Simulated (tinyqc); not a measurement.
Inside a calculation: free-carrier optics of a doped semiconductor (Drude model). Values are carried at full precision from step to step, so a last printed digit may differ when a step is redone from the rounded ones.

eps(E) = ei [1 - Ep^2/(E^2 + i E Gam)], with Ep^2 = 8 pi c (e^2/(4 pi eps0)) N/(m ei), c = hbar^2/2m0, N in 1/angstrom^3 (1e-24 per 1/cm^3); Gam = hbar/tau, tau = mu m m0/e with m0/e = 5.685630e-12 kg/C and mu in m^2/(V s). Energies in meV.

Constants: hbar^2/2m0 = 3.80998211 eV angstrom^2; e^2/(4 pi eps0) = 14.39964547 eV angstrom; hbar = 6.58211957e-16 eV s; hbar c = 1973.269805 eV angstrom.

Parameters, chosen for this exercise (mass and dielectric values near those of Si; N and mu are free inputs; interband absorption and the rise of the mass with filling are left out; the results hold for these values, not for the real material): N = 1.2e+19 1/cm^3 (carrier density); m = 0.271 m0 (conductivity mass); mu = 140 cm^2/(V s) (mobility); ei = 11.36 (high-frequency dielectric constant); E = 44.3 meV (photon energy).

## Plasma energy and damping

Evaluate Ep, tau, Gam, the plasma wavelength hc/Ep (hc = 1239.841984 eV nm) and the dc resistivity 1/(e N mu), e = 1.602176634e-19 C.

Ep = 73.312 meV
tau = 21.57 fs
Gam = 30.513 meV
plasma wavelength = 16.91 micrometre
rho = 0.00372 ohm cm

Ep/Gam = 2.40: the edge is smeared by scattering.

## Dielectric function at one energy

Insert the numbers.

free-carrier term = -21.1006+14.5339i
eps = -9.7406+14.5339i

## Optical constants

n + i k = sqrt(eps1 + i eps2) with k >= 0; R = ((n - 1)^2 + k^2)/((n + 1)^2 + k^2) at normal incidence from vacuum; alpha = 2 E k/(hbar c), times 1e8 for 1/cm; loss function Im(-1/eps) = eps2/(eps1^2 + eps2^2).

Convert eps at the photon energy E (in meV) into the optical constants.

n = 1.9692
k = 3.6903
R = 0.6489
alpha = 1.66e+04 1/cm

Light of this energy penetrates 1/alpha = 0.604 micrometre.

## Checks

- Integral of E eps2 of the free-carrier term against (pi/2) ei Ep^2 (meV^2): both 95906.

Computed by tinyqc, a small Python program: `OMP_NUM_THREADS=1 python tinyqc.py 1651060 1651061 out.jsonl` (the numbers bound the seed that draws the inputs); one thread of a shared host (Intel(R) Xeon(R) Processor @ 2.30GHz), about 0.01 s for the whole set of steps.
